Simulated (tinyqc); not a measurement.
Worked calculation: carrier lifetime from Shockley-Read-Hall, radiative, Auger and surface recombination. Computed by tinyqc, a small Python program that keeps every step. Command: `OMP_NUM_THREADS=1 python tinyqc.py 3010986 3010987 out.jsonl lifetime walk`. One thread of a shared host (Intel(R) Xeon(R) Processor @ 2.30GHz), about 0.03 s of CPU time with the checks. Intermediate numbers are printed to about 6 digits and carried at full precision; extremes and crossings named in words are read from the listed rows.

Energies are counted from the top of the valence band. Boltzmann statistics, full ionisation, and equal excess densities of electrons and holes.

Inputs (values chosen for the exercise, with bands modelled on 4H-SiC):
```
quantity                          value        unit
gap E_g                            3.26          eV
electron mass m_e                 0.382         m_0
valleys M_c                           3           -
hole mass m_h                      2.02         m_0
temperature T                       400           K
doping N                        9.3e+15       cm^-3
trap level E_t                     1.68          eV
trap density N_t                5.5e+13       cm^-3
electron cross-section sigma_n    4e-16        cm^2
hole cross-section sigma_p      7.8e-14        cm^2
radiative coefficient B         8.6e-15      cm^3/s
Auger coefficient C_n           3.4e-31      cm^6/s
Auger coefficient C_p           1.9e-31      cm^6/s
excess density dn               2.1e+17       cm^-3
generation rate G               1.4e+22  cm^-3 s^-1
diffusion coefficient D              10      cm^2/s
surface velocity S                26000        cm/s
thickness W                         280  micrometre
```

Doping: n-type. Surface term: two equal surfaces.

Constants: m_0 = 9.1093837015e-31 kg; k_B = 1.380649e-23 J/K; h = 6.62607015e-34 J s; k_B = 8.617333262e-05 eV/K.

## Equilibrium densities

N_c = 2 M_c (2 pi m_e k_B T/h^2)^(3/2) and N_v = 2 (2 pi m_h k_B T/h^2)^(3/2), masses in units of m_0. n_i = sqrt(N_c N_v) exp(-E_g/2 k_B T); majority density N/2 + sqrt(N^2/4 + n_i^2), minority density n_i^2 over it.

N_c = 2.73651e+19 cm^-3

N_v = 1.10919e+20 cm^-3

n_i = 0.159958 cm^-3

n_0 = 9.30e+15 cm^-3

p_0 = 2.75124e-18 cm^-3

## Capture times and SRH densities

v = sqrt(3 k_B T/m) with m_e or m_h; tau_n0 = 1/(sigma_n v_n N_t), tau_p0 = 1/(sigma_p v_p N_t); n1 = N_c exp(-(E_g - E_t)/k_B T), p1 = N_v exp(-E_t/k_B T).

v_n = 2.18201e+07 cm/s

v_p = 9.48882e+06 cm/s

tau_n0 = 2.08315e-06 s

tau_p0 = 2.45658e-08 s

n1 = 0.338901 cm^-3

p1 = 0.0754986 cm^-3

n1 and p1 are both far below the doping: the level acts as a deep recombination centre.

## Surface lifetime

The slowest diffusion mode has x tan x = S W/(2 D) with 0 < x < pi/2 (bisection), and tau_s = W^2/(4 x^2 D). The common approximation is W/(2 S) + W^2/(pi^2 D).

x = 1.52882

tau_s = 8.38577e-06 s

approximate tau_s = 8.48204e-06 s

The approximation is off by 1.1 %. Diffusion to the surfaces limits: S hardly matters. Caution: the layer is thicker than two bulk diffusion lengths: adding 1/tau_s describes the late decay, and understates the surface loss in a steady state.

## Lifetimes at the given injection

With n = n_0 + dn, p = p_0 + dn and U/dn = 1/tau: (n p - n_i^2)/dn = n_0 + p_0 + dn = s; 1/tau_SRH = s/[tau_p0 (n + n1) + tau_n0 (p + p1)]; 1/tau_rad = B s; 1/tau_Aug = (C_n n + C_p p) s; the rates add, with 1/tau_s. Radiative efficiency = tau_eff/tau_rad; effective diffusion length = sqrt(D tau_eff).

tau_SRH at dn = 2.01938e-06 s

tau_rad at dn = 5.30228e-04 s

tau_Aug at dn = 3.98382e-05 s

effective lifetime at dn = 1.55899e-06 s

radiative efficiency at dn = 0.00294023

effective diffusion length at dn = 39.4841 micrometre

SRH recombination carries 77 % of the rate; dn/N = 23 is high injection. Caution: beyond low injection D should be the ambipolar coefficient.

## Steady state under generation

dn solves dn/tau_eff(dn) = G (60 bisections in ln dn between 1e-2 and 1e22 cm^-3); the splitting of the quasi-Fermi levels is k_B T ln(n p/n_i^2).

steady excess density = 1.62700e+16 cm^-3

lifetime in the steady state = 1.16215e-06 s

quasi-Fermi splitting under G = 2.71529 eV

The splitting, an upper bound for e V_oc, is 83 % of the gap.

## Lifetime against injection

Rows stop below half the smaller effective density of states.

Lifetimes (s):
```
dn (cm^-3)          SRH    radiative        Auger    effective  radiative efficiency  fastest channel
1.00e+10    2.45680e-08  1.25031e-02  3.40059e-02  2.44962e-08           1.95921e-06              SRH
1.00e+11    2.45882e-08  1.25030e-02  3.40050e-02  2.45162e-08           1.96083e-06              SRH
1.00e+12    2.47898e-08  1.25018e-02  3.39966e-02  2.47166e-08           1.97705e-06              SRH
1.00e+13    2.68033e-08  1.24897e-02  3.39126e-02  2.67179e-08           2.13919e-06              SRH
1.00e+14    4.67270e-08  1.23701e-02  3.30896e-02  4.64678e-08           3.75646e-06              SRH
1.00e+15    2.26814e-07  1.12892e-02  2.62967e-02  2.20834e-07           1.95615e-05              SRH
1.00e+16    1.10392e-06  6.02482e-03  6.12308e-03  9.75189e-07           1.61862e-04              SRH
1.00e+17    1.93047e-06  1.06385e-03  1.62906e-04  1.55198e-06           1.45883e-03              SRH
1.00e+18    2.08852e-06  1.15208e-04  1.85832e-06  8.73472e-07           7.58172e-03            Auger
1.00e+19    2.10578e-06  1.16171e-05  1.88392e-08  1.86008e-08           1.60116e-03            Auger
```

tau_SRH goes from 2.46e-8 s at low injection (the minority capture time, 2.46e-8 s) to 2.11e-6 s in the last row; at high injection it tends to tau_n0 + tau_p0 = 2.11e-6 s. Ruling channel by row: SRH from 1e10, Auger from 1e18 cm^-3. The radiative efficiency peaks at 0.00758 near 1e18 cm^-3, below which non-radiative terms of first order take a larger share and above which Auger recombination does.

## Where in the gap a trap does harm

Low injection: tau = [tau_p0 (n_0 + n1) + tau_n0 (p_0 + p1)]/(n_0 + p_0). Depleted region (n = p = 0): generation lifetime tau_g = (tau_p0 n1 + tau_n0 p1)/n_i. n1 = N_c exp(-(E_g - E_t)/k_B T), p1 = N_v exp(-E_t/k_B T).

The same trap at other energies:
```
E_t (eV)  SRH lifetime (s)  generation lifetime (s)
0.196          8.43103e-05              4.90040e+12
0.489          4.17100e-08              9.96768e+08
0.815          2.45671e-08              7.78350e+04
1.141          2.45658e-08              6.07793e+00
1.467          2.45658e-08              4.74609e-04
1.630          2.45658e-08              4.20618e-06
1.793          2.45658e-08              1.41787e-06
2.119          2.45658e-08              1.76829e-02
2.445          2.45658e-08              2.26451e+02
2.771          2.46157e-08              2.89996e+06
3.064          2.69784e-07              1.42571e+10
```

The SRH lifetime (other channels left aside) stays within 10 % of its least value, among these rows, from E_t = 0.815 to 2.771 eV. The generation lifetime has a sharp minimum, among these rows at 1.793 eV and exactly at 1.731 eV, where tau_p0 n1 = tau_n0 p1, since generation needs two thermal jumps and the larger one rules.

Checks made by the program: n1 p1 = n_i^2 (relative difference below 1e-10); x tan x at the root (relative difference 1e-09).
